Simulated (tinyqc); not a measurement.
# p-type polysilicon, carrier trapping at grain boundaries: two studies

One-dimensional grains of size Lg, uniform ionised doping N, monovalent traps Qt at each boundary at a depth Et below (for electrons) or above (for holes) the band edge there, abrupt depletion of width W on each side of a boundary, Boltzmann statistics. xi is the distance from the band edge at the grain centre to the Fermi level. Trapped charge Qt/(1 + exp((xi + VB - Et)/Vt)) = 2 N W, barrier VB = q N W^2/(2 eps0 eps_r).

Values chosen for this exercise; values of the order met in polycrystalline silicon:
- T = 400 K (temperature)
- eps_r = 11.7 (relative permittivity)
- NB = 4.08e19 cm^-3 (valence-band density of states at T)
- Lg = 32 nm (grain size)
- Qt = 4.5e12 cm^-2 (trap density of a grain boundary)
- Et = 0.46 eV (depth of the trap level from the majority band edge at the boundary)
- ms = 0.49 m0 (mass for thermionic emission)
- fe = 0.12 (correction factor of the emission rate)
- mug = 150 cm^2/(V s) (mobility inside the grains)
- N = 5.8e18 cm^-3 (doping)

Constants: q = 1.602176634e-19 C, kB = 1.380649e-23 J/K, m0 = 9.1093837015e-31 kg, Vt = kB T/q, eps0 = 8.8541878128e-14 F/cm where lengths are in cm. Results are converted to the units shown.

Each table varies one quantity; the others keep the values above.

## Effect of the doping

If the trap equation with xi = Vt ln(NB/N) has a root W < Lg/2, the grain is partly depleted; otherwise W = Lg/2 and the trap equation gives xi = Et - VB + Vt ln(Qt/(N Lg) - 1). N* = Qt/Lg. n0 = NB exp(-xi/Vt); mean density n0 (1 - 2 W/Lg) by charge balance in a partly depleted grain, and n0 (sqrt(pi)/2) erf(u)/u with u = sqrt(VB/Vt) in a fully depleted one; v = sqrt(kB T/(2 pi ms m0)); barrier resistivity Vt exp(VB/Vt)/(q fe n0 v Lg); grain resistivity (1 - 2 W/Lg)/(q n0 mug); effective mobility 1/(q mean density total resistivity). Rows with xi above 0.45 V, towards mid-gap, are left out, since the other carrier type is ignored.

Results:
```
N (cm^-3)	N/N*	depleted share 2 W/Lg	VB (V)	xi (V)	mean density (cm^-3)	resistivity (ohm cm)	effective mobility (cm^2/(V s))
3.9e17	0.2773	1.000	0.07721	0.4158	1.346e14	5038	9.205
7e17	0.4978	1.000	0.1386	0.3217	1.587e15	1951	2.017
2.2e18	1.564	0.6361	0.1762	0.1007	8.006e17	9.533	0.8177
3.9e18	2.773	0.3605	0.1003	0.08092	2.494e18	0.6013	4.162
6.9e18	4.907	0.2038	0.05673	0.06126	5.494e18	0.09968	11.40
1.2e19	8.533	0.1172	0.03262	0.04218	1.059e19	0.03017	19.53
```

Estimate the missing row, N = 1.2e18 cm^-3.

Computed row:
```
N (cm^-3)	N/N*	depleted share 2 W/Lg	VB (V)	xi (V)	mean density (cm^-3)	resistivity (ohm cm)	effective mobility (cm^2/(V s))
1.2e18	0.8533	1.000	0.2376	0.1617	1.262e17	332.3	0.1488
```

With this row back in the table: As N goes from 3.9e17 to 1.2e19, VB goes from 0.0772 through a maximum of 0.238 (at N = 1.2e18 among the rows listed) to 0.0326 V, the resistivity falls from 5040 to 0.0302 ohm cm and the effective mobility goes from 9.20 through a minimum of 0.149 (at N = 1.2e18 among the rows listed) to 19.5 cm^2/(V s). The steepest fall of the resistivity among the rows, as N^(-5.9), lies between N = 1.2e18 and 2.2e18 cm^-3; N* = 1.41e18 cm^-3. While the grain is fully depleted VB grows as N; once the traps are full it falls as 1/N. For N = 3.9e18, 6.9e18, 1.2e19 xi is under 2.5 Vt, where Boltzmann statistics begin to fail. For N = 1.2e19 VB is below Vt, where abrupt depletion and thermionic emission are rough. For N = 1.2e18 the grain is near the changeover between partial and full depletion, within a few Debye lengths, where both limits are rough.

## Effect of the grain size

Same model as above.

N* = Qt/Lg.

The same in every row: VB (V) = 0.06749; xi (V) = 0.06724.

Effect of the grain size:
```
Lg (nm)	N/N*	depleted share 2 W/Lg	mean density (cm^-3)	resistivity (ohm cm)	effective mobility (cm^2/(V s))
10	1.289	0.7758	1.300e18	0.4951	9.695
17	2.191	0.4564	3.153e18	0.2942	6.729
31	3.996	0.2503	4.349e18	0.1646	8.722
53	6.831	0.1464	4.951e18	0.09923	12.70
94	12.12	0.08253	5.321e18	0.05908	19.85
160	20.62	0.04849	5.519e18	0.03767	30.02
290	37.38	0.02675	5.645e18	0.02400	46.07
500	64.44	0.01552	5.710e18	0.01693	64.56
```

As Lg goes from 10 to 500, VB stays at 0.0675 V, the resistivity falls from 0.495 to 0.0169 ohm cm and the effective mobility goes from 9.70 through a minimum of 6.73 (at Lg = 17 among the rows listed) to 64.6 cm^2/(V s). In every row xi is under 2.5 Vt, where Boltzmann statistics begin to fail. For Lg = 10 the grain is near the changeover between partial and full depletion, within a few Debye lengths, where both limits are rough.

Numbers from tinyqc (`OMP_NUM_THREADS=1 python tinyqc.py 2830288 2830289 out.jsonl`; about 0.01 s on one thread of a shared Intel Xeon 2.30GHz).
